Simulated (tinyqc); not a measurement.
Spin coating of a resist or spin-on film: centrifugal thinning, evaporation and the final thickness (Emslie and Meyerhofer models): one step, computed by the program tinyqc.

A Newtonian film stays uniform over the wafer; solvent and solids have the same density and the concentration is uniform through the thickness.

Question. Rates. omega = 2 pi f/60; nu(c) = nu_s + k c^gamma; evaporation rate e = e0 sqrt(f/1000 rpm). Flow constant K = 2 omega^2/(3 nu(c0)); Reynolds number of the air omega R^2/nu_air with nu_air = 15 mm^2/s.

Inputs (values chosen for the exercise, of the order of those of a polymer resist in an ester solvent): solids volume fraction c0 = 0.029; kinematic viscosity of the solvent nu_s = 2.4 mm^2/s; viscosity constant k = 1100 mm^2/s; viscosity exponent gamma = 2.6; spin speed f = 3000 rpm; evaporation rate at 1000 rpm e0 = 0.22 micrometre/s; wafer radius R = 50 mm.

Give: omega; nu(c0); evaporation rate e; flow constant K; Reynolds number of the air.

Answer.

omega = 314.16 1/s

nu(c0) = 2.5106 mm^2/s

evaporation rate e = 0.38105 micrometre/s

flow constant K = 0.026208 1/(micrometre^2 s)

Reynolds number of the air = 52360
